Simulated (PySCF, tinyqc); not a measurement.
CISD on RHF in the sto-3g basis, frozen core, for BeH+, spin multiplicity 1, step by step. The lowest restricted solution is unstable here: a spin-polarised one lies 0.0383 hartree lower (PySCF). One step of it, computed by the program tinyqc.

Task: CISD: roots. Diagonalise (each vector has its largest component positive (the first on a tie)); all determinants have Ms = 0, so triplets appear too. The lowest singlet root is the correlation energy.

Occupation strings over the orbitals (2 doubly, a alpha, b beta, 0 empty; spin orbitals ordered 1a 1b 2a 2b ...): 220000 2ab000 2a000b 2ba000 2b000a 202000 20a00b 200200 200020 20b00a 200002

H - E(HF) between determinants (hartree):
```
           220000     2ab000     2a000b     2ba000     2b000a     202000     20a00b     200200
220000   0.000000   0.000000   0.000000   0.000000   0.000000   0.096528   0.059978   0.049878
2ab000   0.000000   0.104336   0.006075  -0.096528  -0.059978   0.061044  -0.094708   0.038018
2a000b   0.000000   0.006075   0.290499  -0.059978  -0.102210  -0.094708   0.005599   0.019312
2ba000   0.000000  -0.096528  -0.059978   0.104336   0.006075  -0.061044   0.027640  -0.038018
2b000a   0.000000  -0.059978  -0.102210   0.006075   0.290499   0.094708   0.057996  -0.019312
202000   0.096528   0.061044  -0.094708  -0.061044   0.094708   0.323810  -0.067158   0.043540
20a00b   0.059978  -0.094708   0.005599   0.027640   0.057996  -0.067158   0.421802   0.001704
200200   0.049878   0.038018   0.019312  -0.038018  -0.019312   0.043540   0.001704   0.574391
200020   0.049878   0.038018   0.019312  -0.038018  -0.019312   0.043540   0.001704   0.024249
20b00a  -0.059978   0.027640   0.057996  -0.094708   0.005599   0.067158  -0.110934  -0.001704
200002   0.102210  -0.057996  -0.009364   0.057996   0.009364   0.110934  -0.006938   0.020383

           200020     20b00a     200002
220000   0.049878  -0.059978   0.102210
2ab000   0.038018   0.027640  -0.057996
2a000b   0.019312   0.057996  -0.009364
2ba000  -0.038018  -0.094708   0.057996
2b000a  -0.019312   0.005599   0.009364
202000   0.043540   0.067158   0.110934
20a00b   0.001704  -0.110934  -0.006938
200200   0.024249  -0.001704   0.020383
200020   0.574391  -0.001704   0.020383
20b00a  -0.001704   0.421802   0.006938
200002   0.020383   0.006938   0.604533
```

Give: lowest roots of this matrix, relative to E(HF); lowest vectors; <S^2> of these roots; weight of the ground state by excitation level 0, 1, 2, ....

Result:

lowest roots of this matrix, relative to E(HF) (hartree): [-0.0614, -0.0147, 0.0780, 0.1640, 0.2291, 0.3577, 0.4613, 0.5501]

lowest vectors, order 220000, 2ab000, 2a000b, 2ba000, 2b000a, 202000, 20a00b, 200200, 200020, 20b00a, 200002:
$$\begin{pmatrix}
0.9286 & 0.0000 & -0.1469 & 0.0000 \\
0.0160 & 0.6827 & 0.5496 & -0.0837 \\
-0.0742 & 0.1461 & -0.2272 & 0.6295 \\
-0.0160 & 0.6827 & -0.5496 & -0.0837 \\
0.0742 & 0.1461 & 0.2272 & 0.6295 \\
-0.2819 & 0.0000 & -0.4477 & 0.0000 \\
-0.1297 & 0.1121 & 0.0788 & -0.3109 \\
-0.0455 & 0.0000 & -0.0218 & 0.0000 \\
-0.0455 & 0.0000 & -0.0218 & 0.0000 \\
0.1297 & 0.1121 & -0.0788 & -0.3109 \\
-0.0948 & 0.0000 & 0.2396 & 0.0000
\end{pmatrix}$$

<S^2> of these roots: [0.0000, 2.0000, 0.0000, 2.0000, 0.0000, 2.0000, 0.0000, 0.0000]

weight of the ground state by excitation level 0, 1, 2, ...: [0.8622, 0.0115, 0.1262]

The reference has a weight of only 0.86: one determinant is a poor start here. A root of higher spin lies below E(HF).
